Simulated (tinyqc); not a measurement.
What each integral does: Slater-Koster d bands of an fcc metal.

Inputs chosen for the exercise (out of a larger set: of the size met in Ir; not measured data): dds = -1.064 eV (dd sigma); ddp = 0.617 eV (dd pi); ddd = -0.085 eV (dd delta).

Levels at Gamma, E(t2g) = 3 dds + 4 ddp + 5 ddd, E(eg) = 1.5 dds + 6 ddp + 4.5 ddd, and W = sqrt(12 mu2), the width of a rectangular band with the same second moment mu2 = z (dds^2 + 2 ddp^2 + 2 ddd^2)/5, z = 12.

Results for these values:

| case | t2g (eV) | eg (eV) | W (eV) |
|---|---|---|---|
| base | -1.1490 | 1.7235 | 7.4127 |

What happens to each result for dds = -0.9044 eV, all else kept?

Answer: t2g rises from -1.1490 to -0.6702; eg rises from 1.7235 to 1.9629; W falls from 7.4127 to 6.7750.

The same for each parameter in turn:

| case | t2g (eV) | eg (eV) | W (eV) |
|---|---|---|---|
| base | -1.1490 | 1.7235 | 7.4127 |
| dds = -0.9044 eV | -0.6702 | 1.9629 | 6.7750 |
| ddp = 0.5244 eV | -1.5194 | 1.1679 | 6.9900 |
| ddd = -0.0978 eV | -1.2130 | 1.6659 | 7.4218 |

The ratio of the shifts of t2g and eg names the integral: 3 : 1.5 for dds, 4 : 6 for ddp, 5 : 4.5 for ddd.

(tinyqc, `OMP_NUM_THREADS=1 python tinyqc.py 1452012 1452013 out.jsonl`, Intel(R) Xeon(R) Processor @ 2.30GHz, 1 thread, shared host, about 0.03 s.)
